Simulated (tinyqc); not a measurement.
Trap density and cross-section from the conductance peak.

Inverse problem. For a continuum of interface traps on an n-type substrate Gp/w peaks at 2 pi f tau = 1.9803 with the height 0.40237 q Dit, and tau = 1/(sn vth Nd exp(psi/Vt)) with psi = ps. Find Dit, tau and sn.

Inputs (values chosen for the exercise):
```
symbol,value,unit,meaning
T,300,K,temperature
Nd,2.1e16,cm^-3,donor density
ps,-0.31,V,band bending psi
vth,5.7e7,cm/s,thermal velocity
```

Constants: q = 1.602176634e-19 C, kB = 1.380649e-23 J/K, Vt = kB T/q. Results are converted to the units shown.

peak Gp/w = 7.7360137 nF/cm^2
frequency of the peak = 70.144841 Hz

Solution. The height gives Dit, the position tau, and tau with the surface density gives sn.

Dit = 1.200e11 cm^-2 eV^-1
tau = 0.004493 s
sn = 3.000e-17 cm^2

Program tinyqc, `OMP_NUM_THREADS=1 python tinyqc.py 2030044 2030045 out.jsonl`; Intel Xeon 2.30GHz, shared host, one thread, about 0.01 s.
